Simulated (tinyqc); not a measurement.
Inside a calculation. Model: Bloch-Grueneisen resistivity of a metal. Computed by tinyqc, a small Python program that keeps every step. Command: `OMP_NUM_THREADS=1 python tinyqc.py 3030226 3030227 out.jsonl bg walk`. One thread of a shared host (Intel(R) Xeon(R) Processor @ 2.30GHz), about 0.01 s of CPU time with the checks. Intermediate numbers are printed to about 6 digits and carried at full precision; extremes and crossings named in words are read from the listed rows.

Electrons scatter from a Debye spectrum of phonons (n = 5 for scattering within one band, n = 3 for scattering into a second, heavy band) and from static defects.

Inputs (values chosen for the exercise, modelled on cobalt):
```
quantity,value,unit
exponent n,3,-
Debye temperature Theta,394,K
transport coupling lambda_tr,0.22,-
Drude plasma energy hbar w_p,6.4,eV
residual resistivity rho_0,1.9,microohm cm
temperature T,373,K
coefficient A of T^2,1.5,picoohm cm/K^2
```

Addition: T^2 term.

Constants: k_B = 1.380649e-23 J/K; hbar = 1.054571817e-34 J s; eps_0 = 8.8541878128e-12 F/m; hbar = 6.582119569e-16 eV s; k_B = 8.617333262e-05 eV/K.

## Scale of the phonon resistivity

rho_ph = (n - 1) rho_1 (T/Theta)^n J_n(Theta/T), with rho_1 = 2 pi lambda_tr k_B Theta/(hbar eps_0 w_p^2), the high-temperature line at T = Theta.

rho_1 = 8.51783 microohm cm

## The integral and the phonon part

J_n(y) = int_0^y x^n e^x/(e^x - 1)^2 dx, by 96 Gauss-Legendre points (upper limit at most 60).

Theta/T = 1.05630

J_n = 0.532882

phonon resistivity rho_ph = 7.70243 microohm cm

This is 95.5 % of the straight line rho_1 T/Theta.

## Total resistivity and derived numbers

rho = rho_0 + A T^2 + rho_ph. Temperature coefficient (1/rho) d rho/dT by a central difference of +/- 0.5 K; residual ratio rho(295 K)/rho(4.2 K); scattering time tau = 1/(eps_0 w_p^2 rho); Wiedemann-Franz kappa = L_0 T/rho, L_0 = (pi^2/3)(k_B/e)^2.

resistivity rho = 9.81113 microohm cm

temperature coefficient = 2.40917 1e-3/K

residual resistance ratio = 4.18953

scattering time = 12.1760 fs

Wiedemann-Franz conductivity = 92.8783 W/(m K)

The coefficient is 0.899 times 1/T; the temperature-independent part dilutes it. Caution: scattering from magnetic disorder, left out here, raises the resistivity of this ferromagnet well above the phonon value.

## Limits of the phonon part

Low T: (n - 1) n! zeta(n) rho_1 (T/Theta)^n. High T: rho_1 (T/Theta) [1 - (n - 1)/(12 (n + 1)) (Theta/T)^2].

Resistivities (microohm cm):
```
T (K),rho_ph,low-T law,straight line,line with correction,total rho
12,3.47128e-03,3.47128e-03,0.2594,-,1.9037
20,1.60707e-02,1.60708e-02,0.4324,-,1.9167
32,6.57273e-02,6.58258e-02,0.6918,-,1.9673
47,2.02900e-01,2.08564e-01,1.0161,-,2.1062
79,7.69511e-01,9.90439e-01,1.7079,-,2.6789
140,2.24070e+00,5.51227e+00,3.0266,2.0278,4.1701
200,3.70563e+00,1.60708e+01,4.3238,3.6246,5.6656
320,6.50217e+00,6.58258e+01,6.9180,6.4810,8.5558
470,9.87016e+00,2.08564e+02,10.1609,9.8633,12.1015
790,1.69033e+01,9.90439e+02,17.0789,16.9019,19.7395
```

The low-T law holds to 10 % up to 47 K, the straight line from 320 K on. The local exponent of rho_ph falls from 3.00 to 1.04. Phonons overtake the residual resistivity between 79.0 and 140 K.

Checks made by the program: J_n at large argument against n! zeta(n) (relative difference below 1e-10).
